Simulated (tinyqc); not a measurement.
Heavy doping: band filling, gap narrowing, band tails and the effective intrinsic density: one step, computed by the program tinyqc. Command: `OMP_NUM_THREADS=1 python tinyqc.py 3004517 3004518 out.jsonl gapnarrow walk`. One thread of a shared host (Intel(R) Xeon(R) Processor @ 2.30GHz), about 0.01 s of CPU time with the checks.

An n-type crystal above its Mott density, with all dopants ionised: n = N_D - N_A, ionised centres N_I = N_D + N_A. Valleys are taken as spherical with mass m_e.

Question. Band filling. n = M_c (1/(2 pi^2)) (m_e/(hbar^2/2m_0))^(3/2) int sqrt(E) f dE, f = 1/(1 + exp((E - E_F)/k_B T)); trapezoid rule in t = sqrt(E/k_B T), step 0.02 up to 12; E_F by bisection from the band edge. At T = 0, E_F = (hbar^2/2m_0) k_F^2/m_e; dn/dE_F uses f (1 - f)/k_B T in place of f.

Inputs (values chosen for the exercise, for a model semiconductor):

| quantity | value | unit |
|---|---|---|
| gap E_g | 1.58 | eV |
| electron mass m_e | 0.0794 | m_0 |
| valleys M_c | 1 | - |
| temperature T | 400 | K |

Conduction band: parabolic.

n = 5.32e+18 cm^-3

k_F = 0.05400627 1/angstrom

Constants: k_B = 8.617333262e-05 eV/K; hbar^2/(2 m_0) = 3.80998212 eV angstrom^2.

Give: E_F above the band edge; E_F at T = 0; E_F/k_B T; dn/dE_F.

Answer.

E_F above the band edge = 132.2 meV

E_F at T = 0 = 140.0 meV

E_F/k_B T = 3.835

dn/dE_F = 5.353e+19 cm^-3/eV
